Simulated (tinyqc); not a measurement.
Nanowire ballistic transistor, top-of-the-barrier model: one step of the calculation.

At the top of the source barrier, states moving towards the drain are filled by the source (Fermi level 0) and states moving back by the drain (Fermi level -q Vd); nothing scatters. U is the shift of the band edge there, set by the capacitances CG, CD and CS (the total) and by the charge. Parabolic one-dimensional subband; the source is grounded.

Question. Current, mean velocity and share of the gate voltage. N0 = gv sqrt(2 m kB T/pi)/hbar, CG = 2 pi eps0 eox/ln(1 + 2 tox/d), CS = CG/aG, n0 = n at U = 0 and Vd = 0. eta1 = -(E0 + U)/Vt, eta2 = eta1 - Vd/Vt, n = (N0/2)[F_(-1/2)(eta1) + F_(-1/2)(eta2)], F_(-1/2)(x) = (1/sqrt(pi)) int_0^infinity u^(-1/2)/(1 + exp(u - x)) du. I = gv (2 q^2/h) Vt [ln(1 + exp eta1) - ln(1 + exp eta2)]. Mean velocity I/(q n). CQ = (q/Vt) dn/d(eta1); the band edge follows the gate as -dU/dVg = aG/(1 + CQ/CS).

Inputs (values chosen for the exercise); mass and valleys close to those of gallium nitride:

| symbol | value | unit | meaning |
|---|---|---|---|
| T | 250 | K | temperature |
| m | 0.191 | m0 | effective mass |
| gv | 1 |  | valley degeneracy |
| eox | 3.9 |  | relative permittivity of the gate insulator |
| tox | 3.5 | nm | insulator thickness |
| d | 4 | nm | wire diameter |
| aG | 0.88 |  | gate control CG/CS |
| E0 | 0.33 | eV | band edge at the barrier top above the source Fermi level at zero bias |
| Vd | 0.4 | V | drain voltage |

Constants: q = 1.602176634e-19 C, kB = 1.380649e-23 J/K, hbar = 1.054571817e-34 J s, h = 6.62607015e-34 J s, m0 = 9.1093837015e-31 kg, Vt = kB T/q, eps0 = 8.8541878128e-14 F/cm where lengths are in cm. Results are converted to the units shown.

converged U = -0.32525452 eV

Give: eta1; n; I; mean velocity; CQ; -dU/dVg.

Answer.

eta1 = -0.22028
n = 4.8596e5 cm^-1
I = 0.98326 uA
mean velocity = 1.2629e7 cm/s
CQ = 2.4270 pF/cm
-dU/dVg = 0.44093 eV/V

The carriers from the source are near degeneracy (eta1 = -0.220), and the mean velocity is 1.12 times vT = sqrt(2 kB T/(pi m)) = 1.12e7 cm/s.

Computed by the program tinyqc: `OMP_NUM_THREADS=1 python tinyqc.py 2400149 2400150 out.jsonl`, one thread of a shared Intel Xeon 2.30GHz, about 0.06 s for the whole run.
